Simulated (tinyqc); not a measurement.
# Memristor with linear dopant drift: effects of single changes

A film of thickness D has a doped share x: R = Ron x + Roff (1 - x), i = v/R, dx/dt = k i F with k = mv Ron/D^2 and F = 1 (no window). The drive is v = V0 sin(2 pi f t). The model has no threshold and no heating.

Inputs (values chosen for the exercise):
```
symbol    value       unit                             meaning
Ron         100        ohm  resistance of the fully doped film
Roff      16000        ohm      resistance of the undoped film
D             5         nm                      film thickness
mv      3.7e-14  m^2/(V s)                     dopant mobility
x0         0.25                           doped share at t = 0
V0          0.5          V                           amplitude
f            13         Hz                           frequency
```

Each table varies one quantity; the others keep the values above.

## Effect of the doped share at t = 0 on the first half period

The equation is integrated to convergence over the first half period; the lobe area is the integral of i dv, down branch less up branch.

Results:
```
x0    x at half period  R0/R(half period)  peak i (uA)  lobe area (uW)
0.02            0.1432              1.143        34.01          0.7554
0.07            0.2009              1.162        36.11          0.9043
0.16            0.3075              1.211        40.71           1.295
0.2             0.3565              1.241        43.19           1.548
0.25            0.4197              1.289        46.84           1.973
```

Estimate the missing row, x0 = 0.11.

Computed row:
```
x0    x at half period  R0/R(half period)  peak i (uA)  lobe area (uW)
0.11            0.2477              1.182        38.01           1.054
```

With this row back in the table: As x0 goes from 0.02 to 0.25, x at half period rises from 0.143 to 0.420, the resistance ratio rises from 1.14 to 1.29 and the lobe area rises from 0.755 to 1.97 uW.

## Effect of the amplitude on the first half period

Same model as above.

Effect of the amplitude on the first half period:
```
V0 (V)  x at half period  R0/R(half period)  peak i (uA)  lobe area (uW)
0.1               0.2808              1.042        8.489         0.01175
0.17              0.3031              1.076        14.65         0.06041
0.23              0.3228              1.107        20.09          0.1558
0.3               0.3466              1.146        26.65          0.3635
0.37              0.3712              1.191        33.45          0.7188
0.43              0.3931              1.233        39.50           1.183
0.5               0.4197              1.289        46.84           1.973
```

Read the table: what changes, and by how much?

As V0 goes from 0.1 to 0.5 V, x at half period rises from 0.281 to 0.420, the resistance ratio rises from 1.04 to 1.29 and the lobe area rises from 0.0117 to 1.97 uW.

Program tinyqc, `OMP_NUM_THREADS=1 python tinyqc.py 2880123 2880124 out.jsonl`; Intel Xeon 2.30GHz, shared host, one thread, about 0.2 s.
